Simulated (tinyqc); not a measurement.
bcc against fcc: Finnis-Sinclair potential for a bcc metal: fit to cohesion and elasticity, then vacancy, surfaces and structure. Computed by tinyqc, a small Python program. Command: `OMP_NUM_THREADS=1 python tinyqc.py 3110674 3110675 out.jsonl fsfit walk`. One thread of a shared host (Intel(R) Xeon(R) Processor @ 2.30GHz), about 0.01 s of CPU time with the checks.

E = (1/2) sum V(r) - A sqrt(rho), rho = sum phi(r), phi = (r - d)^2 for r < d, V = (r - c)^2 (c0 + c1 r + c2 r^2) for r < c. In bcc the 8 first neighbours lie at sqrt(3) a/2 and the 6 second at a; both cut-offs lie below the third shell; Omega = a^3/2; E is per atom and z the number of atoms in a shell. The four constants A, c0, c1, c2 are fitted to E_c, zero pressure, B and C12 - C44 alone, so C44 and C11 - C12 are not matched singly; defects are unrelaxed.

Inputs (values chosen for the exercise, modelled on tantalum):
```
quantity,value,unit
lattice constant a,3.306,angstrom
cohesive energy E_c,8.05,eV
target C11,270,GPa
target C12,157,GPa
target C44,83.3,GPa
density cut-off d/a,1.235,-
pair cut-off c/a,1.252,-
```

Constants: 1 eV/angstrom^3 = 160.2176634 GPa.

Method:
- rho = sum z phi, rho1 = sum z r phi', rho2 = sum z r^2 phi''. At zero pressure the effective pair part V + 2 F' phi obeys C12 = C44, so C12 - C44 = F'' (rho1/3)^2/Omega with F'' = A/(4 rho^(3/2)); this gives A.
- With v_k = (r - c)^2 r^k the rows are (1/2) sum z v_k, (1/2) sum z r v_k' and (1/2) sum z r^2 v_k''. With rho1 = sum z r phi' and rho2 = sum z r^2 phi'' the right-hand sides are: -E_c + A sqrt(rho) (cohesion); A rho1/(2 sqrt(rho)) (zero pressure); 9 B Omega + A [rho2/(2 sqrt(rho)) - rho1^2/(4 rho^(3/2))] with B = (C11 + 2 C12)/3.
- Solve the three equations.
- E of each lattice against the volume per atom, as a multiple of Omega; all neighbours inside the cut-offs are summed.

c0, c1, c2 (eV/angstrom^2, eV/angstrom^3, eV/angstrom^4): [0.355782, 0.689927, -0.251215]

A = 2.43475 eV/angstrom

Energies (eV/atom):
```
V/Omega,bcc,fcc,fcc less bcc (meV)
0.80,-7.5181,-7.2988,219.35
0.84,-7.7227,-7.4457,277.07
0.88,-7.8729,-7.5637,309.20
0.92,-7.9743,-7.6615,312.77
0.96,-8.0318,-7.7454,286.34
1.00,-8.0500,-7.8112,238.78
1.05,-8.0238,-7.8502,173.58
1.10,-7.9499,-7.8425,107.41
1.20,-7.6844,-7.7067,-22.28
```

The lowest fcc row, at V/Omega = 1.05, lies +200 meV from the bcc minimum: the fit keeps bcc stable, though nothing in it asked for that.

Extremes, crossings and ranges named in words are read from the listed rows.
